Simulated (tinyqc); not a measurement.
From results back to parameters: localisation in a chain with random site energies (transfer matrices).

Problem. In the localised range mean ln T = c - 2N/xi, xi being the localisation length in sites, and site energies spread evenly over a width W give xi = 24 (4t^2 - E^2)/W^2 for weak disorder. The two means come from a hidden xi.

Values chosen for the exercise: t = 1.06 eV (hopping); E = -0.67 eV (energy); N1 = 53 (first length); N2 = 298 (second length).

mean ln T: N1 -5.12936, N2 -26.15940

Find: xi; W.

Solution. The slope gives xi = 2 (N2 - N1)/(difference of the means), and W = sqrt(24 (4t^2 - E^2)/xi).

xi = 23.3 sites
W = 2.04 eV

Program tinyqc; command `OMP_NUM_THREADS=1 python tinyqc.py 1482370 1482371 out.jsonl`; about 0.07 s on one thread of a shared Intel(R) Xeon(R) Processor @ 2.30GHz.
